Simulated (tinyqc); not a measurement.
One point for the whole zone: special k points of the fcc lattice.

Lattice vectors in units of a: a1 = (0, 1/2, 1/2), a2 = (1/2, 0, 1/2), a3 = (1/2, 1/2, 0); reciprocal vectors b_i with a_i . b_j = 2 pi delta_ij. Mesh: k = sum_i f_i b_i with f_i = (2 j_i + shift)/(2 N), j_i = 0 .. N-1. The point group of the lattice has 48 operations; only those that map the mesh onto itself are used.

A_m(k) = sum over the m-th star of lattice vectors R of cos(k . R), stars in order of length: m = 1: |R|^2 = 0.5, 12 vectors, such as (1, 0, 0) in the basis a_i; m = 2: |R|^2 = 1, 6 vectors, such as (1, 1, -1) in the basis a_i; m = 3: |R|^2 = 1.5, 24 vectors, such as (2, 0, -1) in the basis a_i; m = 4: |R|^2 = 2, 12 vectors, such as (2, 0, 0) in the basis a_i; m = 5: |R|^2 = 2.5, 24 vectors, such as (2, 1, -1) in the basis a_i; m = 6: |R|^2 = 3, 8 vectors, such as (3, -1, -1) in the basis a_i. The zone mean of every A_m is zero.

Test function, the lower band of a two-band insulator: E(k) = -sqrt(D^2 + (e0 - t A_1(k))^2).
Inputs chosen for the exercise: D = 1.05 eV (half gap term); t = 0.49 eV (coupling); e0 = 3.11 eV (offset).

The mean-value (Baldereschi) point is taken at k = (2 pi/a) (0.6223, 0.2953, 0), that is f = (0.1477, 0.3111, 0.4588); the reference is the mesh with N = 24.

Single points:
```
point                     A_1     A_2     A_3     A_4   E (eV)
Gamma                  12.000   6.000  24.000  12.000  -2.9623
mean-value point        0.000   0.000  -4.405  -3.192  -3.2824
zone-face centre b1/2   0.000  -6.000   0.000  12.000  -3.2825
```

reference mean = -3.4813 eV

The mean-value point makes A_1 and A_2 vanish. Its error is +199 meV, against +519 meV at Gamma and +199 meV at b1/2. E is not linear in A_1; its powers hold sums of nearest vectors and a non-zero mean, so this point is not exact. A_1 has the same value at b1/2, and E depends on A_1 alone, so this test cannot tell the two points apart.

Run: tinyqc, `OMP_NUM_THREADS=1 python tinyqc.py 1680592 1680593 out.jsonl`; Intel(R) Xeon(R) Processor @ 2.30GHz, one thread, shared host; about 0.1 s of CPU time with all checks.
